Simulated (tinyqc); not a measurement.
Worked calculation: band gaps under pressure and temperature from deformation potentials. Values are carried at full precision from step to step, so a last printed digit may differ when a step is redone from the rounded ones.

Murnaghan: V/V0 = (1 + Bp P/B0)^(-1/Bp), B0 = (C11 + 2 C12)/3. Each gap moves by a ln(V/V0) with its volume potential a, and falls with temperature by aV T^2/(T + bV) (Varshni); the two effects are added. No change of phase is considered.

Parameters, chosen for this exercise (near those of InAs, the X and L potentials typical of such crystals; not measured data): C11 = 83.5 GPa; C12 = 45 GPa; Bp = 4.32 (pressure derivative of the bulk modulus); P = 4.6 GPa (pressure); Eg = 0.414 eV (gap at Gamma to the s-like level at 0 K, 0 GPa); EgX = 1.415 eV (gap to X at 0 K, 0 GPa); EgL = 1.114 eV (gap to L at 0 K, 0 GPa); aG = -6.03 eV (volume potential of the Gamma gap); aX = 1.87 eV (volume potential of the X gap); aL = -3.24 eV (volume potential of the L gap); aV = (0.284, 0.283, 0.272) meV/K (Varshni alpha of Gamma, X, L); bV = (87, 93, 96) K (Varshni beta of Gamma, X, L); T = 300 K (temperature); aT = 4.4 1e-6/K (linear thermal expansion near 300 K).

## Volume under pressure

Give B0, V/V0, ln(V/V0), the change of the lattice constant and the linear estimate -P/B0.

B0 = 57.83 GPa
V/V0 = 0.93391
ln(V/V0) = -0.06837
change of a = -2.253 %
-P/B0 = -0.07954

The stiffening under pressure makes the compression 14.0 % smaller than the linear estimate.

## Gaps at P and T

Give both shifts and the gaps.

pressure shifts (eV): Gamma 0.4123, X -0.1279, L 0.2215

temperature shifts (eV): Gamma -0.0660, X -0.0648, L -0.0618

gaps (eV): Gamma 0.7602, X 1.2223, L 1.2737

The lowest valley is Gamma (direct gap), 462 meV below X; at 0 K and 0 GPa it is Gamma.

## Pressure coefficients

Expand in P: E = E0 + c1 P + c2 P^2 with c1 = -a/B0 and c2 = a Bp/(2 B0^2).

c1 (meV/GPa): Gamma 104.27, X -32.33, L 56.02

c2 (meV/GPa^2): Gamma -3.894, X 1.208, L -2.092

Gamma and L rise under pressure and X falls, as the signs of the volume potentials say.

## Pressures at which the valleys cross

Two gaps meet at ln(V/V0) = -(E_i - E_j)/(a_i - a_j), with the gaps at T and P = 0; then P = (B0/Bp)(exp(-Bp ln(V/V0)) - 1). A dash marks expansion or a compression beyond ln(V/V0) = -0.3.

Crossings:
```
pair     E_i - E_j (eV)  ln(V/V0)  P (GPa)
Gamma-X         -1.0022   -0.1269     9.77
Gamma-L         -0.7042   -0.2524    26.45
L-X             -0.2980   -0.0583     3.84
```

The lowest valley changes at 9.77 GPa (Gamma to X). The real crystal changes phase near 7 GPa, so a crossing above that is not reached.

## How much of dE/dT is thermal expansion

At 300 K: dE/dT = -aV T (T + 2 bV)/(T + bV)^2; expansion alone gives 3 aT a; the rest is electron-phonon coupling.

dE/dT (meV/K): Gamma -0.2696, X -0.2672, L -0.2560

from expansion (meV/K): Gamma -0.0796, X 0.0247, L -0.0428

remainder (meV/K): Gamma -0.1901, X -0.2918, L -0.2132

Expansion supplies 30 % of the slope at Gamma and 17 % at L; at X it works against the fall.

## Checks

- Slope of the Gamma gap at P = 0 by finite differences against c1 (meV/GPa): both 104.27.

Run: tinyqc, `OMP_NUM_THREADS=1 python tinyqc.py 1050326 1050327 out.jsonl`; Intel(R) Xeon(R) Processor @ 2.30GHz, one thread, shared host; about 0.01 s of CPU time with all checks.
